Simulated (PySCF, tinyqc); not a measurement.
Worked calculation (part 1 of 2): RKS/PBE0 in the 3-21g basis, for H3-, spin multiplicity 1. The basis has no diffuse functions, so it cannot describe the extra electron: this is an exercise in the method, not the real anion. The lowest restricted solution is unstable here: a spin-polarised one lies 0.0006 hartree lower (PySCF). Computed by tinyqc, a small Python program that keeps every step (integrals from PySCF). Settings: charge = -1, multiplicity = 1, basis = 3-21g, energy threshold = 1e-10, iteration cap = 68, orthogonalisation = symmetric, start = highest core orbitals, DIIS depth = 6, damping = 0.7, method = RKS, functional = pbe0, grid = [20, 86]. Command: `OMP_NUM_THREADS=1 python tinyqc.py 31284 31285 out.jsonl` (the two numbers bound the seeds that draw the settings). One thread of a shared host (Intel(R) Xeon(R) Processor @ 2.60GHz), about 0.9 s of CPU time with the checks. Later iterations appear only in the table of the cycle.

## One-electron integrals

Geometry (angstrom):
```
atom         x         y         z
H     0.000000  0.000000  0.000000
H     0.000000  0.000000  1.243000
H     0.000000  1.365000  0.076000
```

Basis 3-21g: exponents (1/bohr^2) and contraction coefficients of normalised primitives:
```
element  l (shell)  exponent  coefficient
H            s (1)  5.447178     0.156285
H            s (1)  0.824547     0.904691
H            s (2)  0.183192     1.000000
```

Overlap, kinetic and nuclear-attraction integrals over the contracted functions; the nuclear repulsion is the sum of Za Zb / Rab.

nuclear repulsion = 1.10746697 hartree

overlap S, order 1H 1s, 1H 2s, 2H 1s, 2H 2s, 3H 1s, 3H 2s:
$$\begin{pmatrix}
1.000000 & 0.645899 & 0.087182 & 0.280462 & 0.053556 & 0.235488 \\
0.645899 & 1.000000 & 0.280462 & 0.603277 & 0.235488 & 0.542623 \\
0.087182 & 0.280462 & 1.000000 & 0.645899 & 0.007135 & 0.113344 \\
0.280462 & 0.603277 & 0.645899 & 1.000000 & 0.113344 & 0.348220 \\
0.053556 & 0.235488 & 0.007135 & 0.113344 & 1.000000 & 0.645899 \\
0.235488 & 0.542623 & 0.113344 & 0.348220 & 0.645899 & 1.000000
\end{pmatrix}$$

kinetic energy T (hartree), order 1H 1s, 1H 2s, 2H 1s, 2H 2s, 3H 1s, 3H 2s:
$$\begin{pmatrix}
1.549405 & 0.293152 & -0.064368 & 0.056376 & -0.060108 & 0.034890 \\
0.293152 & 0.274788 & 0.056376 & 0.109921 & 0.034890 & 0.088336 \\
-0.064368 & 0.056376 & 1.549405 & 0.293152 & -0.019397 & -0.008221 \\
0.056376 & 0.109921 & 0.293152 & 0.274788 & -0.008221 & 0.028392 \\
-0.060108 & 0.034890 & -0.019397 & -0.008221 & 1.549405 & 0.293152 \\
0.034890 & 0.088336 & -0.008221 & 0.028392 & 0.293152 & 0.274788
\end{pmatrix}$$

nuclear attraction V (hartree), order 1H 1s, 1H 2s, 2H 1s, 2H 2s, 3H 1s, 3H 2s:
$$\begin{pmatrix}
-2.533712 & -1.307370 & -0.178534 & -0.571033 & -0.103376 & -0.474032 \\
-1.307370 & -1.466472 & -0.552216 & -0.917396 & -0.451097 & -0.816430 \\
-0.178534 & -0.552216 & -2.441302 & -1.247739 & -0.012410 & -0.217274 \\
-0.571033 & -0.917396 & -1.247739 & -1.383430 & -0.212853 & -0.520307 \\
-0.103376 & -0.451097 & -0.012410 & -0.212853 & -2.402658 & -1.222940 \\
-0.474032 & -0.816430 & -0.217274 & -0.520307 & -1.222940 & -1.353212
\end{pmatrix}$$

core Hamiltonian H = T + V (hartree), order 1H 1s, 1H 2s, 2H 1s, 2H 2s, 3H 1s, 3H 2s:
$$\begin{pmatrix}
-0.984307 & -1.014218 & -0.242902 & -0.514657 & -0.163484 & -0.439143 \\
-1.014218 & -1.191684 & -0.495841 & -0.807475 & -0.416207 & -0.728094 \\
-0.242902 & -0.495841 & -0.891897 & -0.954588 & -0.031807 & -0.225495 \\
-0.514657 & -0.807475 & -0.954588 & -1.108642 & -0.221074 & -0.491915 \\
-0.163484 & -0.416207 & -0.031807 & -0.221074 & -0.853253 & -0.929788 \\
-0.439143 & -0.728094 & -0.225495 & -0.491915 & -0.929788 & -1.078424
\end{pmatrix}$$

## Two-electron integrals

Functions are numbered as in S; the eight-fold symmetry (ij|kl) = (ji|kl) = (kl|ij) leaves the list below.

Two-electron integrals (ij|kl) in chemists' order, unique and non-zero (hartree):
```
(11|11) 1.140145   (21|11) 0.611403   (21|21) 0.345152   (22|11) 0.626370
(22|21) 0.380329   (22|22) 0.482957   (31|11) 0.065989   (31|21) 0.039352
(31|22) 0.047303   (31|31) 0.007761   (32|11) 0.141045   (32|21) 0.088956
(32|22) 0.122450   (32|31) 0.019600   (32|32) 0.064550   (33|11) 0.424979
(33|21) 0.273046   (33|22) 0.397818   (33|31) 0.065989   (33|32) 0.254702
(33|33) 1.140145   (41|11) 0.254702   (41|21) 0.145137   (41|22) 0.162471
(41|31) 0.019600   (41|32) 0.045268   (41|33) 0.141045   (41|41) 0.064550
(42|11) 0.330438   (42|21) 0.203634   (42|22) 0.268570   (42|31) 0.032481
(42|32) 0.094405   (42|33) 0.330438   (42|41) 0.094405   (42|42) 0.175769
(43|11) 0.273046   (43|21) 0.174632   (43|22) 0.252054   (43|31) 0.039352
(43|32) 0.145137   (43|33) 0.611403   (43|41) 0.088956   (43|42) 0.203634
(43|43) 0.345152   (44|11) 0.397818   (44|21) 0.252054   (44|22) 0.359702
(44|31) 0.047303   (44|32) 0.162471   (44|33) 0.626370   (44|41) 0.122450
(44|42) 0.268570   (44|43) 0.380329   (44|44) 0.482957   (51|11) 0.038134
(51|21) 0.023025   (51|22) 0.028319   (51|31) 0.002676   (51|32) 0.006549
(51|33) 0.020437   (51|41) 0.009809   (51|42) 0.015444   (51|43) 0.013166
(51|44) 0.019581   (51|51) 0.002925   (52|11) 0.108988   (52|21) 0.069244
(52|22) 0.097584   (52|31) 0.008574   (52|32) 0.023490   (52|33) 0.076375
(52|41) 0.029853   (52|42) 0.054989   (52|43) 0.049262   (52|44) 0.074607
(52|51) 0.009863   (52|52) 0.045440   (53|11) 0.003903   (53|21) 0.002458
(53|22) 0.003321   (53|31) 0.000433   (53|32) 0.001232   (53|33) 0.004109
(53|41) 0.001192   (53|42) 0.002275   (53|43) 0.002570   (53|44) 0.003411
(53|51) 0.000282   (53|52) 0.001060   (53|53) 0.000052   (54|11) 0.051104
(54|21) 0.032535   (54|22) 0.046173   (54|31) 0.004390   (54|32) 0.012359
(54|33) 0.040518   (54|41) 0.014464   (54|42) 0.027634   (54|43) 0.026083
(54|44) 0.038931   (54|51) 0.004565   (54|52) 0.021202   (54|53) 0.000576
(54|54) 0.010470   (55|11) 0.386838   (55|21) 0.249235   (55|22) 0.370475
(55|31) 0.031344   (55|32) 0.089234   (55|33) 0.294662   (55|41) 0.107781
(55|42) 0.210767   (55|43) 0.190302   (55|44) 0.292342   (55|51) 0.038134
(55|52) 0.212038   (55|53) 0.004109   (55|54) 0.098525   (55|55) 1.140145
(61|11) 0.212038   (61|21) 0.121055   (61|22) 0.135952   (61|31) 0.013972
(61|32) 0.032055   (61|33) 0.098763   (61|41) 0.051130   (61|42) 0.073284
(61|43) 0.063190   (61|44) 0.091363   (61|51) 0.009863   (61|52) 0.030110
(61|53) 0.001025   (61|54) 0.014090   (61|55) 0.108988   (61|61) 0.045440
(62|11) 0.289530   (62|21) 0.178906   (62|22) 0.237642   (62|31) 0.022614
(62|32) 0.060704   (62|33) 0.198996   (62|41) 0.076935   (62|42) 0.134198
(62|43) 0.126723   (62|44) 0.183878   (62|51) 0.017942   (62|52) 0.070532
(62|53) 0.002099   (62|54) 0.033336   (62|55) 0.289530   (62|61) 0.070532
(62|62) 0.142201   (63|11) 0.055115   (63|21) 0.034874   (63|22) 0.048477
(63|31) 0.007557   (63|32) 0.025122   (63|33) 0.098525   (63|41) 0.017673
(63|42) 0.037337   (63|43) 0.056685   (63|44) 0.064512   (63|51) 0.002877
(63|52) 0.010606   (63|53) 0.000576   (63|54) 0.005697   (63|55) 0.040518
(63|61) 0.013094   (63|62) 0.025936   (63|63) 0.010470   (64|11) 0.163192
(64|21) 0.102087   (64|22) 0.140248   (64|31) 0.016035   (64|32) 0.047957
(64|33) 0.167630   (64|41) 0.047156   (64|42) 0.092002   (64|43) 0.104613
(64|44) 0.142754   (64|51) 0.010104   (64|52) 0.040786   (64|53) 0.001534
(64|54) 0.020859   (64|55) 0.167630   (64|61) 0.040097   (64|62) 0.084119
(64|63) 0.020859   (64|64) 0.058562   (65|11) 0.249235   (65|21) 0.160090
(65|22) 0.235784   (65|31) 0.020216   (65|32) 0.057570   (65|33) 0.190302
(65|41) 0.069239   (65|42) 0.134569   (65|43) 0.122857   (65|44) 0.187955
(65|51) 0.023025   (65|52) 0.121055   (65|53) 0.002570   (65|54) 0.056685
(65|55) 0.611403   (65|61) 0.069244   (65|62) 0.178906   (65|63) 0.026083
(65|64) 0.104613   (65|65) 0.345152   (66|11) 0.370475   (66|21) 0.235784
(66|22) 0.341451   (66|31) 0.030378   (66|32) 0.087395   (66|33) 0.292342
(66|41) 0.102049   (66|42) 0.197047   (66|43) 0.187955   (66|44) 0.282891
(66|51) 0.028319   (66|52) 0.135952   (66|53) 0.003411   (66|54) 0.064512
(66|55) 0.626370   (66|61) 0.097584   (66|62) 0.237642   (66|63) 0.038931
(66|64) 0.142754   (66|65) 0.380329   (66|66) 0.482957
```

## Orthogonalisation

S = U s U^T; symmetric (Loewdin) form X = U s^(-1/2) U^T, so that X^T S X = 1.

eigenvalues of S: [0.187289, 0.263548, 0.391093, 1.055514, 1.386374, 2.716182]

X, order 1H 1s, 1H 2s, 2H 1s, 2H 2s, 3H 1s, 3H 2s:
$$\begin{pmatrix}
1.251147 & -0.516367 & 0.030511 & 0.020591 & 0.033945 & 0.027476 \\
-0.516367 & 1.636517 & -0.000290 & -0.426320 & 0.004968 & -0.363932 \\
0.030511 & -0.000290 & 1.244076 & -0.488328 & 0.011165 & 0.038210 \\
0.020591 & -0.426320 & -0.488328 & 1.481619 & 0.033513 & -0.114190 \\
0.033945 & 0.004968 & 0.011165 & 0.033513 & 1.243555 & -0.486116 \\
0.027476 & -0.363932 & 0.038210 & -0.114190 & -0.486116 & 1.430156
\end{pmatrix}$$

## Starting guess

The start is the highest orbitals of the core Hamiltonian (a deliberately bad start); D = 2 C_occ C_occ^T.

D at the start, order 1H 1s, 1H 2s, 2H 1s, 2H 2s, 3H 1s, 3H 2s:
$$\begin{pmatrix}
0.912855 & -0.604581 & 1.045152 & -0.755406 & 1.092898 & -0.767973 \\
-0.604581 & 0.402186 & -0.638878 & 0.436629 & -0.775310 & 0.569227 \\
1.045152 & -0.638878 & 2.799800 & -2.779232 & -0.296688 & 0.942686 \\
-0.755406 & 0.436629 & -2.779232 & 2.911028 & 0.944037 & -1.540080 \\
1.092898 & -0.775310 & -0.296688 & 0.944037 & 2.803125 & -2.678664 \\
-0.767973 & 0.569227 & 0.942686 & -1.540080 & -2.678664 & 2.716681
\end{pmatrix}$$

## Iteration 1: exchange-correlation on the grid

Becke grid with 20 radial and 86 angular points per atom, points of zero weight dropped. rho = sum D_ij phi_i phi_j; V_xc,ij = sum w v_xc phi_i phi_j plus the gradient terms; v_xc is d(rho eps)/d rho at fixed gradient. Exact exchange is left to K.

The 12 grid points with the largest w rho, of 5142 (bohr, atomic units):
```
x                  y         z         w       rho  |grad rho|^2     eps_xc       v_xc
0.964702   -2.390420  2.348930  0.556616  0.010527      0.000295  -0.161306  -0.189144
-0.964702  -2.390420  2.348930  0.556616  0.010527      0.000295  -0.161306  -0.189144
1.789866   -1.789866  2.836287  0.580604  0.010037      0.000270  -0.159249  -0.185969
-1.789866  -1.789866  2.836287  0.580604  0.010037      0.000270  -0.159249  -0.185969
0.000000   -2.577743  2.348930  0.543973  0.010545      0.000297  -0.161395  -0.189229
0.000000   -2.390420  3.313632  0.582155  0.009845      0.000262  -0.158470  -0.184615
2.390420   -0.964702  2.348930  0.556852  0.010221      0.000275  -0.159897  -0.187464
-2.390420  -0.964702  2.348930  0.556852  0.010221      0.000275  -0.159897  -0.187464
-1.488261  -1.488261  3.837190  0.589326  0.009627      0.000249  -0.157431  -0.183327
1.488261   -1.488261  3.837190  0.589326  0.009627      0.000249  -0.157431  -0.183327
-0.487357  -1.789866  4.138796  0.586029  0.009590      0.000247  -0.157279  -0.183068
0.487357   -1.789866  4.138796  0.586029  0.009590      0.000247  -0.157279  -0.183068
```

electrons on the grid, sum of w rho = 4.000781

E_xc = sum of w rho eps_xc = -1.15199843 hartree

V_xc (hartree), order 1H 1s, 1H 2s, 2H 1s, 2H 2s, 3H 1s, 3H 2s:
$$\begin{pmatrix}
-0.315470 & -0.155658 & -0.021719 & -0.067305 & -0.011823 & -0.055191 \\
-0.155658 & -0.196126 & -0.083154 & -0.130032 & -0.069439 & -0.116555 \\
-0.021719 & -0.083154 & -0.433913 & -0.200505 & -0.001487 & -0.032269 \\
-0.067305 & -0.130032 & -0.200505 & -0.221227 & -0.032395 & -0.076052 \\
-0.011823 & -0.069439 & -0.001487 & -0.032395 & -0.439930 & -0.203906 \\
-0.055191 & -0.116555 & -0.032269 & -0.076052 & -0.203906 & -0.222255
\end{pmatrix}$$

## Iteration 1: building the Kohn-Sham matrix

J_ij = sum D_kl (ij|kl), K_ij = sum D_kl (ik|jl); F = H + J - 0.125 K + V_xc; E = tr D H + tr D J / 2 - 0.0625 tr D K + E_xc + E_nn.

Coulomb J (hartree), order 1H 1s, 1H 2s, 2H 1s, 2H 2s, 3H 1s, 3H 2s:
$$\begin{pmatrix}
1.614385 & 1.001919 & 0.157142 & 0.454592 & 0.094892 & 0.380289 \\
1.001919 & 1.417365 & 0.521465 & 0.928384 & 0.437127 & 0.835875 \\
0.157142 & 0.521465 & 2.068092 & 1.197981 & 0.012819 & 0.210574 \\
0.454592 & 0.928384 & 1.197981 & 1.520004 & 0.210421 & 0.554376 \\
0.094892 & 0.437127 & 0.012819 & 0.210421 & 2.074262 & 1.197794 \\
0.380289 & 0.835875 & 0.210574 & 0.554376 & 1.197794 & 1.512911
\end{pmatrix}$$

exchange K (hartree), order 1H 1s, 1H 2s, 2H 1s, 2H 2s, 3H 1s, 3H 2s:
$$\begin{pmatrix}
0.194975 & 0.020970 & 0.063772 & 0.000169 & 0.055836 & -0.007713 \\
0.020970 & 0.096048 & 0.025144 & 0.086339 & 0.013497 & 0.075489 \\
0.063772 & 0.025144 & 0.742695 & 0.091737 & -0.016394 & 0.012138 \\
0.000169 & 0.086339 & 0.091737 & 0.162291 & 0.009477 & 0.045001 \\
0.055836 & 0.013497 & -0.016394 & 0.009477 & 0.776288 & 0.101855 \\
-0.007713 & 0.075489 & 0.012138 & 0.045001 & 0.101855 & 0.156674
\end{pmatrix}$$

Kohn-Sham matrix F (hartree), order 1H 1s, 1H 2s, 2H 1s, 2H 2s, 3H 1s, 3H 2s:
$$\begin{pmatrix}
0.290236 & -0.170578 & -0.115450 & -0.127390 & -0.087395 & -0.113081 \\
-0.170578 & 0.017549 & -0.060673 & -0.019916 & -0.050206 & -0.018210 \\
-0.115450 & -0.060673 & 0.649445 & 0.031422 & -0.018426 & -0.048707 \\
-0.127390 & -0.019916 & 0.031422 & 0.169848 & -0.044233 & -0.019216 \\
-0.087395 & -0.050206 & -0.018426 & -0.044233 & 0.684043 & 0.051368 \\
-0.113081 & -0.018210 & -0.048707 & -0.019216 & 0.051368 & 0.192648
\end{pmatrix}$$

total energy of this density = 3.11176262 hartree

This density is the starting one.

## Iteration 1: diagonalisation and new density

Diagonalise F' = X^T F X, C = X C', fill 2 alpha and 2 beta electrons from the bottom; D = 2 C_occ C_occ^T; the new density keeps 0.7 of the old one (damping). Each column has its largest component positive (the first on a tie).

F' = X^T F X (hartree):
$$\begin{pmatrix}
0.654988 & -0.489632 & -0.038148 & -0.052845 & -0.005435 & -0.044437 \\
-0.489632 & 0.413666 & -0.040337 & -0.091057 & -0.037718 & -0.085766 \\
-0.038148 & -0.040337 & 0.998974 & -0.422163 & 0.033854 & -0.009744 \\
-0.052845 & -0.091057 & -0.422163 & 0.483244 & -0.011323 & -0.052641 \\
-0.005435 & -0.037718 & 0.033854 & -0.011323 & 1.034202 & -0.422985 \\
-0.044437 & -0.085766 & -0.009744 & -0.052641 & -0.422985 & 0.485051
\end{pmatrix}$$

orbital energies (hartree): MO1 -0.059345, MO2 0.289938, MO3 0.298218, MO4 1.038531, MO5 1.225332, MO6 1.277450

coefficients C, order 1H 1s, 1H 2s, 2H 1s, 2H 2s, 3H 1s, 3H 2s:
$$\begin{pmatrix}
0.327153 & -0.079013 & -0.156949 & -1.299189 & -0.089287 & 0.038668 \\
0.605008 & -0.314639 & -0.816225 & 1.426156 & 0.190763 & 0.239741 \\
0.085355 & -0.073161 & 0.148412 & -0.104564 & 1.156322 & 0.637201 \\
0.099980 & -0.351278 & 1.032627 & -0.217174 & -1.082979 & -0.458556 \\
0.063260 & 0.154949 & 0.030966 & 0.027595 & -0.640712 & 1.159706 \\
0.086200 & 0.993795 & 0.303291 & -0.333365 & 0.625274 & -0.916631
\end{pmatrix}$$

D after iteration 1, order 1H 1s, 1H 2s, 2H 1s, 2H 2s, 3H 1s, 3H 2s:
$$\begin{pmatrix}
0.706962 & -0.289532 & 0.751830 & -0.492506 & 0.770100 & -0.567774 \\
-0.289532 & 0.560550 & -0.402418 & 0.408249 & -0.549005 & 0.242138 \\
0.751830 & -0.402418 & 1.967443 & -1.924922 & -0.211244 & 0.620670 \\
-0.492506 & 0.408249 & -1.924922 & 2.117755 & 0.631963 & -1.282344 \\
0.770100 & -0.549005 & -0.211244 & 0.631963 & 1.978994 & -1.779400 \\
-0.567774 & 0.242138 & 0.620670 & -1.282344 & -1.779400 & 2.498711
\end{pmatrix}$$

## Iteration 2: exchange-correlation on the grid

As before.

The 12 grid points with the largest w rho, of 5142 (bohr, atomic units):
```
x                 y          z         w       rho  |grad rho|^2     eps_xc       v_xc
0.763710   2.579476  -1.748765  0.294399  0.017133      0.000134  -0.182583  -0.238602
-0.763710  2.579476  -1.748765  0.294399  0.017133      0.000134  -0.182583  -0.238602
-1.416954  2.965294  -1.273335  0.301538  0.016589      0.000131  -0.180801  -0.236294
1.416954   2.965294  -1.273335  0.301538  0.016589      0.000131  -0.180801  -0.236294
0.000000   3.343186  -1.748765  0.300949  0.016573      0.000139  -0.180705  -0.236162
-1.178187  3.757663  -1.034568  0.304498  0.016320      0.000135  -0.179871  -0.235078
1.178187   3.757663  -1.034568  0.304498  0.016320      0.000135  -0.179871  -0.235078
-0.385818  3.996430  -1.273335  0.302786  0.016354      0.000139  -0.179964  -0.235191
0.385818   3.996430  -1.273335  0.302786  0.016354      0.000139  -0.179964  -0.235191
0.000000   2.579476  -1.897060  0.287511  0.017197      0.000136  -0.182782  -0.238861
-1.789866  3.066833  -1.646247  0.580314  0.008493      0.000207  -0.152701  -0.174625
1.789866   3.066833  -1.646247  0.580314  0.008493      0.000207  -0.152701  -0.174625
```

electrons on the grid, sum of w rho = 4.000533

E_xc = sum of w rho eps_xc = -1.02687614 hartree

V_xc (hartree), order 1H 1s, 1H 2s, 2H 1s, 2H 2s, 3H 1s, 3H 2s:
$$\begin{pmatrix}
-0.369659 & -0.192676 & -0.025494 & -0.082717 & -0.014650 & -0.068124 \\
-0.192676 & -0.228415 & -0.085703 & -0.142741 & -0.076657 & -0.131602 \\
-0.025494 & -0.085703 & -0.415166 & -0.198951 & -0.001685 & -0.032791 \\
-0.082717 & -0.142741 & -0.198951 & -0.223408 & -0.035472 & -0.081673 \\
-0.014650 & -0.076657 & -0.001685 & -0.035472 & -0.446254 & -0.221155 \\
-0.068124 & -0.131602 & -0.032791 & -0.081673 & -0.221155 & -0.243716
\end{pmatrix}$$

## Iteration 2: building the Kohn-Sham matrix

As before.

Coulomb J (hartree), order 1H 1s, 1H 2s, 2H 1s, 2H 2s, 3H 1s, 3H 2s:
$$\begin{pmatrix}
1.790752 & 1.097959 & 0.161400 & 0.490162 & 0.100948 & 0.413790 \\
1.097959 & 1.501065 & 0.503953 & 0.944650 & 0.448437 & 0.873046 \\
0.161400 & 0.503953 & 1.916357 & 1.132541 & 0.013076 & 0.203972 \\
0.490162 & 0.944650 & 1.132541 & 1.478656 & 0.214795 & 0.561973 \\
0.100948 & 0.448437 & 0.013076 & 0.214795 & 2.075404 & 1.218032 \\
0.413790 & 0.873046 & 0.203972 & 0.561973 & 1.218032 & 1.556902
\end{pmatrix}$$

exchange K (hartree), order 1H 1s, 1H 2s, 2H 1s, 2H 2s, 3H 1s, 3H 2s:
$$\begin{pmatrix}
0.490163 & 0.317211 & 0.138874 & 0.178239 & 0.085350 & 0.123074 \\
0.317211 & 0.380621 & 0.124082 & 0.254436 & 0.118745 & 0.240572 \\
0.138874 & 0.124082 & 0.630155 & 0.179163 & -0.021160 & 0.028416 \\
0.178239 & 0.254436 & 0.179163 & 0.273366 & 0.044686 & 0.119203 \\
0.085350 & 0.118745 & -0.021160 & 0.044686 & 0.836179 & 0.342899 \\
0.123074 & 0.240572 & 0.028416 & 0.119203 & 0.342899 & 0.417512
\end{pmatrix}$$

Kohn-Sham matrix F (hartree), order 1H 1s, 1H 2s, 2H 1s, 2H 2s, 3H 1s, 3H 2s:
$$\begin{pmatrix}
0.375515 & -0.148586 & -0.124354 & -0.129491 & -0.087855 & -0.108861 \\
-0.148586 & 0.033389 & -0.093101 & -0.037371 & -0.059270 & -0.016721 \\
-0.124354 & -0.093101 & 0.530525 & -0.043393 & -0.017771 & -0.057867 \\
-0.129491 & -0.037371 & -0.043393 & 0.112435 & -0.047336 & -0.026515 \\
-0.087855 & -0.059270 & -0.017771 & -0.047336 & 0.671374 & 0.024227 \\
-0.108861 & -0.016721 & -0.057867 & -0.026515 & 0.024227 & 0.182573
\end{pmatrix}$$

total energy of this density = 1.81725604 hartree

This density is a damped mixture and is not idempotent.

## Iteration 2: DIIS over 2 matrices

error matrix X^T (FDS - SDF) X:
$$\begin{pmatrix}
0.000000 & -0.018541 & 0.001056 & -0.022691 & -0.049767 & -0.034015 \\
0.018541 & 0.000000 & 0.076202 & 0.015825 & 0.088932 & -0.001478 \\
-0.001056 & -0.076202 & 0.000000 & -0.205182 & 0.006165 & 0.061227 \\
0.022691 & -0.015825 & 0.205182 & 0.000000 & -0.062293 & 0.007791 \\
0.049767 & -0.088932 & -0.006165 & 0.062293 & 0.000000 & -0.249817 \\
0.034015 & 0.001478 & -0.061227 & -0.007791 & 0.249817 & 0.000000
\end{pmatrix}$$

B (overlaps of the stored error matrices):
$$\begin{pmatrix}
6.4379863e-01 & 3.9789063e-01 \\
3.9789063e-01 & 2.6139547e-01
\end{pmatrix}$$

Minimise |sum c_i e_i|^2 with sum c_i = 1: solve [B -1; -1 0][c; lambda] = [0; -1] with B_ij = tr e_i^T e_j, and take F = sum c_i F_i.

DIIS coefficients: [-1.247524, 2.247524]

extrapolated F (hartree), order 1H 1s, 1H 2s, 2H 1s, 2H 2s, 3H 1s, 3H 2s:
$$\begin{pmatrix}
0.481903 & -0.121149 & -0.135463 & -0.132113 & -0.088429 & -0.103596 \\
-0.121149 & 0.053149 & -0.133556 & -0.059146 & -0.070576 & -0.014864 \\
-0.135463 & -0.133556 & 0.382170 & -0.136725 & -0.016953 & -0.069294 \\
-0.132113 & -0.059146 & -0.136725 & 0.040811 & -0.051207 & -0.035621 \\
-0.088429 & -0.070576 & -0.016953 & -0.051207 & 0.655569 & -0.009633 \\
-0.103596 & -0.014864 & -0.069294 & -0.035621 & -0.009633 & 0.170005
\end{pmatrix}$$
